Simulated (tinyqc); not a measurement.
## Circuit elements from the admittance matrix

Problem. Y belongs to a common-source circuit with y11 = i w (Cgs + Cgd), y12 = -i w Cgd, y21 = gm - i w Cgd, y22 = gds + i w (Cgd + Cd) and a resistance Rg in series with the gate; w = 2 pi f. Find Rg, Cgs + Cgd, Cgd, gm, gds and Cd.

Parameters, values chosen for the exercise:
```
symbol,value,unit,meaning
f,3,GHz,signal frequency
```

Y with Rg (mS):
```
                          1                          2
1  0.005516552+1.473697878i  -0.001693423-0.452383003i
2  6.215115310-0.475654629i   0.100016907+1.319070868i
```

Solution. 1/Y11 = Rg + 1/(i w (Cgs + Cgd)) gives Rg; removing it from Z11 returns the inner y, whose parts are read off.

Rg = 2.540 ohm
Cgs + Cgd = 78.18 fF
Cgd = 24.00 fF
gm = 6.217 mS
gds = 0.09947 mS
Cd = 45.60 fF

tinyqc, about 0.01 s, one thread, Intel Xeon 2.30GHz (shared host): `OMP_NUM_THREADS=1 python tinyqc.py 2150034 2150035 out.jsonl`
